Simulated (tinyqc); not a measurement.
Inversion layer as a triangular well, valleys of the Ge type, step by step. Values are carried at full precision from step to step, so a last printed digit may differ when a step is redone from the rounded ones.

Four ellipsoidal valleys (eight halves) with their long axes along <111>, mass ml along the axis and mt across it. For a valley whose axis makes the angle theta with the surface normal, 1/m_z = cos^2(theta)/ml + sin^2(theta)/mt sets the confinement; in the plane the masses are m_1 = mt and m_2 = ml mt/m_z, and m_d = sqrt(m_1 m_2). The Gamma and Delta valleys are left out; the heavy Delta valleys, about 0.18 eV up, can lie lowest under strong confinement.

Constants: e^2/(4 pi eps0) = 14.39964547 eV angstrom; hbar^2/2m0 = 3.80998211 eV angstrom^2; kB = 8.617333262e-05 eV/K.

Parameters, chosen for this exercise (near those of Ge; the results hold for these values, not for the real material):
- ml = 1.598 m0 (longitudinal mass)
- mt = 0.081 m0 (transverse mass)
- face = 100 (surface)
- eps = 16 (dielectric constant)
- Ns = 0.92 x 1e12/cm^2 (electron sheet density)
- Nd = 0.43 x 1e12/cm^2 (depletion charge)
- eta = 0.5 (share of Ns in the effective field)
- T = 300 K (temperature)
- tox = 27 angstrom (SiO2-equivalent oxide thickness)

## Valley masses on the (100) face

Group the valleys by their angle to the normal, heaviest m_z first.

Valleys (masses in m0):
```
valleys g  cos^2(theta)     m_z     m_1     m_2     m_d
4                0.3333  0.1185  0.0810  1.0923  0.2975
```

All valleys are equivalent on this face.

## Effective field

The field is taken as constant, e F = 4 pi (e^2/4 pi eps0)(Nd + eta Ns)/eps, with 1e12/cm^2 = 1e-4/angstrom^2, and the oxide as a hard wall at z = 0; c = hbar^2/2m0.

Find e F, and F in MV/cm (1 MV/cm = 0.01 V/angstrom).

e F = 0.00100654 eV/angstrom
F = 0.1007 MV/cm

## Subband ladders

Level j of a valley lies at E_j = a_j (c (e F)^2/m_z)^(1/3) above the band edge at the surface, with the Airy zeros a_j = 2.338107, 4.087949, 5.520560, 6.786708, 7.944134, 9.022651, 10.040174, 11.008524, 11.936016, 12.828777, and has <z> = 2 E_j/(3 e F).

The ten lowest levels of all groups of valleys together, j = 0, 1, ..., c = hbar^2/2m0; primes mark the groups with lighter m_z.

Subbands:
```
label  valleys g  m_d (m0)  E (eV)  <z> (angstrom)
0              4    0.2975  0.0747           49.46
1              4    0.2975  0.1306           86.47
2              4    0.2975  0.1763          116.78
3              4    0.2975  0.2167          143.56
4              4    0.2975  0.2537          168.04
5              4    0.2975  0.2882          190.86
6              4    0.2975  0.3207          212.38
7              4    0.2975  0.3516          232.86
8              4    0.2975  0.3812          252.48
9              4    0.2975  0.4097          271.37
```

The second subband is 1, 55.9 meV above the first.

## Fermi level and populations

Subband i holds n_i = g m_d/(2 pi c) kB T ln(1 + exp((EF - E_i)/kB T)) (spin included), and EF is fixed by sum n_i = Ns over the levels listed or, where none are listed, over j = 0 to 9 of each group; 1e12/cm^2 = 1e-4/angstrom^2.

Solve for EF; c = hbar^2/2m0. The mean distance is sum n_i <z>_i/Ns.

EF = 0.0038 eV

Populations:
```
label  (EF - E)/kB T  n (1e12/cm^2)  share (%)
0              -2.74          0.804       87.4
1              -4.90          0.095       10.3
2              -6.67          0.016        1.8
3              -8.24          0.003        0.4
4              -9.67          0.001        0.1
5             -11.00          0.000        0.0
6             -12.25          0.000        0.0
7             -13.45          0.000        0.0
8             -14.60          0.000        0.0
9             -15.70          0.000        0.0
```

mean distance from the surface = 54.98 angstrom

The lowest subband holds 87.4 % of the electrons and is partly degenerate (EF within a few kB T of its edge).

## Effect on the gate capacitance

The charge sits at the mean distance <z> from the surface, which adds (3.9/eps) <z> to the oxide thickness; C/Cox = tox/(tox + 3.9 <z>/eps). The density-of-states term is left out.

added thickness = 13.40 angstrom
C/Cox = 0.668

## Checks

- Lowest level by finite differences against the Airy formula, eV: both 0.0747.

tinyqc: `OMP_NUM_THREADS=1 python tinyqc.py 1251606 1251607 out.jsonl`; about 0.01 s, one thread, shared Intel(R) Xeon(R) Processor @ 2.30GHz.
